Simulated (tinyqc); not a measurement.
# Changing the stress X (tension positive)

Model: strain, valley repopulation and piezoresistance in a many-valley conduction band. Computed by tinyqc, a small Python program. Command: `OMP_NUM_THREADS=1 python tinyqc.py 3002609 3002610 out.jsonl valleys sweep`. One thread of a shared host (Intel(R) Xeon(R) Processor @ 2.30GHz), about 0.05 s of CPU time with the checks.

Valleys are ellipsoids with mass m_l along the axis a and m_t across it, parabolic, with one constant relaxation time; strain shifts the valleys and leaves the masses alone. Currents are taken along [100], in the plane, and along [001], across the plane.

Inputs (values chosen for the exercise, modelled on silicon):
```
quantity                               value    unit
longitudinal mass m_l                  0.913     m_0
transverse mass m_t                    0.192     m_0
shear deformation potential Xi_u        9.02      eV
dilation deformation potential Xi_d      1.1      eV
C11                                      164     GPa
C12                                     64.3     GPa
C44                                     79.3     GPa
electron density n                   1.1e+18  1/cm^3
relaxation time tau                       97      fs
temperature T                            300       K
```

Valley axes: <100> (6 valleys in 3 pairs). Load: biaxial in the (001) plane.

Constants: k_B = 8.617333262e-05 eV/K; m_0 = 9.1093837015e-31 kg; k_B = 1.380649e-23 J/K; hbar = 1.054571817e-34 J s; e = 1.602176634e-19 C.

Method:
- Compliances S11 = (C11 + C12)/((C11 - C12)(C11 + 2 C12)), S12 = -C12/((C11 - C12)(C11 + 2 C12)), S44 = 1/C44; stress sigma_xx = sigma_yy = X, all else 0; e_xx = S11 sigma_xx + S12 (sigma_yy + sigma_zz), e_xy = S44 sigma_xy/2 (tensor strain).
- Herring-Vogt shift of a valley with unit axis a: dE = Xi_d tr(e) + Xi_u a.e.a.
- Each of the 6 valleys holds n_v = N_v (2/sqrt(pi)) F_1/2((E_F - dE_v)/(k_B T)), N_v = 2 (m_d k_B T/(2 pi hbar^2))^(3/2), m_d = (m_l m_t^2)^(1/3); E_F solves sum n_v = n and is counted from the unstrained edge.
- F_j(eta) = int_0^infinity x^j/(1 + exp(x - eta)) dx, without a gamma-function factor. It is evaluated after integrating by parts.
- Integrals over x = E/(k_B T) use 160 Gauss-Legendre points in u = sqrt(x) from 0 to sqrt(max(eta, 0) + 32).
- Mobility tensor mu = e tau sum_v (n_v/n) [1/m_t + (1/m_l - 1/m_t) a a^T]; unstrained mu_0 = e tau (1/m_l + 2/m_t)/3; resistivity along d from the inverse tensor, rho_d = d.mu^-1.d/(n e), mobility along d = 1/(d.mu^-1.d); gauge pi_d = (rho_d/rho_0 - 1)/X.

One run for each value; columns: (1) stress X (tension positive) (MPa); (2) mobility along the first direction (cm^2/(V s)); (3) mobility along the second direction (cm^2/(V s)); (4) Fermi level E_F (meV); (5) splitting (highest minus lowest) (meV):
```
(1)       (2)     (3)      (4)     (5)
-2000  537.88  888.24  -188.77  180.94
-1560  538.48  887.05  -163.19  141.14
-1110  541.36  881.29  -137.21  100.42
-667   554.21  855.58  -112.41   60.34
-222   603.79  756.42   -90.73   20.08
222    719.46  525.08   -78.53   20.08
667    830.10  303.81   -80.24   60.34
1110   874.18  215.65   -90.76  100.42
1560   885.48  193.03  -104.38  141.14
2000   887.90  188.20  -118.38  180.94
```

What does the table show, and why?

Over the rows, mobility along the first direction (cm^2/(V s)) rises from 538 to 888; mobility along the second direction (cm^2/(V s)) falls from 888 to 188; Fermi level E_F (meV) goes from -189 through a maximum among these rows, -78.5 at 222, to -118. The sign of the stress decides which valleys drop; electrons gather there, and each direction then sees the mix of light and heavy mass that those valleys present to it, until the upper valleys are empty.

Caution (rows -2000, -1560, 1560, 2000): strain near 1 % also warps the bands and changes masses and intervalley scattering, which this model leaves out.

Extremes, crossings and ranges named in words are read from the listed rows.
